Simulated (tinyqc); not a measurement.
Thermal and gravitational stress in a wafer during furnace and rapid thermal processing, and the onset of slip: one step, computed by the program tinyqc. Command: `OMP_NUM_THREADS=1 python tinyqc.py 3027195 3027196 out.jsonl slip walk`. One thread of a shared host (Intel(R) Xeon(R) Processor @ 2.30GHz), about 0.01 s of CPU time with the checks.

A thin free disc in plane stress, isotropic; T(r) = T_centre + dT (r/R)^n. Stress is positive in tension; sigma_SB = 5.670374419e-8 W/(m^2 K^4), g = 9.80665 m/s^2.

Task: Slip criterion. With x = r/R: s_rr = alpha E dT (1 - x^n)/(n + 2), s_tt = alpha E dT [1 - (n + 1) x^n]/(n + 2). Critical resolved stress tau_c = A exp(U/(k_B T)), a form chosen for the exercise; slip when 0.492799 |s_tt(R)| > tau_c; allowed |dT| = tau_c (n + 2)/(0.492799 n alpha E).

Inputs (values chosen for the exercise, modelled on silicon):

| quantity | value | unit |
|---|---|---|
| Young's modulus E | 138 | GPa |
| expansion alpha | 4.21 | 1e-6/K |
| edge less centre temperature dT | -7.7 | K |
| exponent n of the profile | 16 | - |
| temperature T | 1250 | K |
| prefactor A of the critical stress | 0.00018 | MPa |
| energy U of the critical stress | 1.05 | eV |

Temperature profile: edge zone, power law.

hoop stress at the edge = 3.976485 MPa

Constants: k_B = 8.617333262e-05 eV/K.

Give: critical stress tau_c; resolved over critical stress; allowed |dT|.

Result:

critical stress tau_c = 3.0810 MPa

resolved over critical stress = 0.63604

allowed |dT| = 12.106 K

No slip; the margin is a factor 1.6.
